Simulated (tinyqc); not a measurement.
Subthreshold parameters from three currents.

Problem. Far below threshold and for Vds well above Vt the virtual-source current tends to I = Cinv n Vt vx0 exp((Vgs - VT0 + dl Vds + al Vt)/(n Vt)) per width, with constant n; the three currents follow this limit. Find n, dl and VT0.

Parameters, values chosen for the exercise:
- T = 273 K (temperature)
- Cinv = 3.02 uF/cm^2 (inversion capacitance)
- vx0 = 8.91e6 cm/s (velocity at the virtual source)
- al = 3.5 (threshold shift (in units of Vt) from weak to strong inversion)

Constants: q = 1.602176634e-19 C, kB = 1.380649e-23 J/K, Vt = kB T/q. Results are converted to the units shown.

I at (Vgs, Vds) = (-0.2, 0.3), (-0.13, 0.3) and (-0.2, 1.1) V (nA/um): [0.28836820, 2.4153699, 0.86030360]

Answer. The first two currents differ in Vgs alone and give n; the first and third differ in Vds alone and give dl; the size of the first then gives VT0.

n = 1.400
dl = 0.04500 V/V
VT0 = 0.3120 V

tinyqc, about 0.02 s, one thread, Intel Xeon 2.30GHz (shared host): `OMP_NUM_THREADS=1 python tinyqc.py 2380173 2380174 out.jsonl`
